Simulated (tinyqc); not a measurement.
# Fully depleted semiconductor-on-insulator film with two gates, non-linear Poisson equation by Newton steps: two studies

One dimension across the film, front interface at x = 0, back interface at x = ts. psi is counted from the intrinsic level, n = ni exp(psi/Vt) (source grounded), holes neglected, acceptors ionised. Gates act through Cox = eps0 eox/tox and Cbox = 3.9 eps0/tb with potentials G1 = Vg - (phiM - chi - Vt ln(Nc/ni)) and G2 = Vb - (phiB - chi - Vt ln(Nc/ni)). Classical Boltzmann densities, no interface charge, no depletion in the back plane.

Inputs (values chosen for the exercise); band and dielectric values close to those of germanium:
```
symbol    value   unit                                                                 meaning
T           250      K                                                             temperature
Eg        0.655     eV                                                                band gap
eps_r      16.1                                                          relative permittivity
Nc      7.99e18  cm^-3                                  conduction-band density of states at T
Nv      4.59e18  cm^-3                                     valence-band density of states at T
chi        4.05     eV                                                       electron affinity
eox         3.9         relative permittivity of the gate insulator (close to silicon dioxide)
tox         1.2     nm                                                     insulator thickness
ts           19     nm                                                          film thickness
tb           47     nm                                      buried-oxide thickness (eps_r 3.9)
Na         1e15  cm^-3                                            acceptor density of the film
phiM       4.52     eV                                         work function of the front gate
phiB       4.65     eV                                         work function of the back plane
Vb            0      V                                                       back-gate voltage
```

Constants: q = 1.602176634e-19 C, kB = 1.380649e-23 J/K, Vt = kB T/q, eps0 = 8.8541878128e-14 F/cm where lengths are in cm. Results are converted to the units shown.

Each table varies one quantity; the others keep the values above.

## Charge against front-gate voltage

ni = sqrt(Nc Nv) exp(-Eg/(2 Vt)), Eg in volts. The Poisson equation eps0 eps_r d2psi/dx2 = q (n + Na), with -eps0 eps_r dpsi/dx = Cox (G1 - psi) at x = 0 and eps0 eps_r dpsi/dx = Cbox (G2 - psi) at x = ts, is solved on 300 equal intervals with half boxes at both ends; N_inv is the trapezoid sum of n. Swing = ln 10/(d ln N_inv/dVg); the last column is (dN_inv/dVb)/(dN_inv/dVg).

Charge against front-gate voltage:
columns A: Vg (V); B: psi front (V); C: psi back (V); D: N_inv (cm^-2); E: centroid/ts; F: swing (mV/decade); G: q dN_inv/dVg over Cox; H: back/front leverage
```
A           B        C        D       E       F        G       H
0      -0.140   -0.151   3.42e3   0.456    52.9  8.28e-9  0.0666
0.15  0.00701  -0.0176   2.37e6   0.407    52.7  5.77e-6  0.0618
0.3     0.154    0.116   1.68e9   0.361    52.8  0.00408  0.0572
0.45    0.282    0.215  3.42e11   0.266     115    0.382  0.0441
0.6     0.343    0.231  1.94e12   0.151     338    0.735  0.0317
0.75    0.372    0.234  4.10e12   0.102     619    0.848  0.0283
0.9     0.391    0.235  6.46e12  0.0773     923    0.897  0.0269
1.05    0.404    0.236  8.91e12  0.0628  1.24e3    0.923  0.0262
1.2     0.415    0.236  1.14e13  0.0531  1.56e3    0.939  0.0258
```

N_inv passes 1e11 cm^-2 at Vg = 0.402 V. The swing starts at 52.9 mV a decade, against (1 + k) Vt ln 10 = 50.8 for a front channel with k = Cs Cbox/(Cox (Cs + Cbox)) = 0.0233, Cs = eps0 eps_r/ts; above threshold this column is no longer a subthreshold swing. The centroid falls from 0.456 to 0.0531 of ts and the leverage of the back gate falls from 0.0666 to 0.0258. For Vg = 0.6, 0.75, 0.9, 1.05, 1.2 the density at an interface exceeds 0.3 Nc, where Boltzmann statistics fail. For Vg = 0.6, 0.75, 0.9, 1.05, 1.2 the classical centroid lies within 3 nm of an interface, where confinement, left out, would push it away.

## Threshold and coupling against the film thickness

VT is the Vg for N_inv = 1e11 cm^-2; -dVT/dVb from the linearised equation. Limits with Cs = eps0 eps_r/ts: front channel Cs Cbox/(Cox (Cs + Cbox)), back channel Cbox (Cox + Cs)/(Cox Cs). Swing at N_inv = 1e8 cm^-2.

Result of one run:
```
ts (nm)  VT (V)  centroid/ts at VT  -dVT/dVb  front-channel limit  back-channel limit  swing (mV/decade)
15        0.404              0.343    0.0483               0.0237               0.103               52.3
```

What becomes of these results when the film thickness ts is changed from 15 to 11 nm, all else the same?

Result of the changed run:
```
ts (nm)  VT (V)  centroid/ts at VT  -dVT/dVb  front-channel limit  back-channel limit  swing (mV/decade)
11        0.407              0.378    0.0445               0.0242              0.0822               52.0
```

The whole series:
```
ts (nm)  VT (V)  centroid/ts at VT  -dVT/dVb  front-channel limit  back-channel limit  swing (mV/decade)
4         0.421              0.451    0.0343               0.0250              0.0461               51.3
5.6       0.415              0.433    0.0371               0.0248              0.0544               51.5
7.7       0.411              0.411    0.0404               0.0246              0.0652               51.7
11        0.407              0.378    0.0445               0.0242              0.0822               52.0
15        0.404              0.343    0.0483               0.0237               0.103               52.3
21        0.401              0.299    0.0519               0.0230               0.134               52.7
29        0.399              0.253    0.0544               0.0222               0.175               53.0
40        0.397              0.207    0.0555               0.0212               0.232               53.3
```

As ts goes from 4 to 40, VT falls from 0.421 to 0.397 V, the centroid falls from 0.451 to 0.207 of ts and -dVT/dVb rises from 0.0343 to 0.0555. The coupling covers 43.9 % of the way from the front-channel to the back-channel limit in the first row and 16.3 % in the last. For ts = 4, 5.6, 7.7 the film is thin enough for confinement to raise VT, which is left out.

Numbers from tinyqc (`OMP_NUM_THREADS=1 python tinyqc.py 2190052 2190053 out.jsonl`; about 0.4 s on one thread of a shared Intel Xeon 2.30GHz).
